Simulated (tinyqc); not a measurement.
Short-channel transistor, virtual-source model with series resistance: one step of the calculation.

The current per gate width is the charge at the top of the source barrier (the virtual source) times its velocity times a saturation function; al and be are fitting constants of the model. Units: I in uA/um, Rs in ohm um, so I Rs = 1e-6 I Rs in volts; Q in uC/cm^2, so I = 1e-4 Q vx0 Fsat with vx0 in cm/s.

Task. Current through the series resistance. Intrinsic voltages Vg' = Vgs - I Rs, Vd' = Vds - 2 I Rs. n = n0 + nd Vd', VT = VT0 - dl Vd', Ff = 1/(1 + exp((Vg' - VT + al Vt/2)/(al Vt))), Q = Cinv n Vt ln(1 + exp((Vg' - VT + al Vt Ff)/(n Vt))), Vdsat = (vx0 L/mu)(1 - Ff) + Vt Ff, Fsat = u/(1 + u^be)^(1/be) with u = Vd'/Vdsat, and I(out) = Q vx0 Fsat per width. (Fsat takes the sign of u.) I(new) = I + 0.3 (I(out) - I).

Parameters, values chosen for the exercise:

| symbol | value | unit | meaning |
|---|---|---|---|
| T | 250 | K | temperature |
| Cinv | 1.82 | uF/cm^2 | inversion capacitance |
| vx0 | 3.04e7 | cm/s | velocity at the virtual source |
| mu | 190 | cm^2/(V s) | apparent mobility |
| L | 25 | nm | channel length |
| VT0 | 0.296 | V | threshold at zero drain voltage |
| dl | 0.094 | V/V | drain-induced barrier lowering |
| n0 | 1.11 |  | subthreshold factor |
| nd | 0.05 | 1/V | growth of n with drain voltage |
| al | 3.5 |  | threshold shift (in units of Vt) from weak to strong inversion |
| be | 2 |  | sharpness of saturation |
| Rs | 200 | ohm um | series resistance of each contact |
| Vgs | 0.56 | V | gate voltage |
| Vds | 0.05 | V | drain voltage |

Constants: q = 1.602176634e-19 C, kB = 1.380649e-23 J/K, Vt = kB T/q. Results are converted to the units shown.

I at the start = 0 uA/um

Find: Vg'; Vd'; VT; Ff; Q; Vdsat; Fsat; I(out); I after iteration 1.

Result.

Vg' = 0.56000 V
Vd' = 0.050000 V
VT = 0.29130 V
Ff = 0.016897
Q = 0.49135 uC/cm^2
Vdsat = 0.39361 V
Fsat = 0.12602
I(out) = 188.24 uA/um
I after iteration 1 = 56.471 uA/um

Program tinyqc, `OMP_NUM_THREADS=1 python tinyqc.py 2380045 2380046 out.jsonl`; Intel Xeon 2.30GHz, shared host, one thread, about 0.01 s.
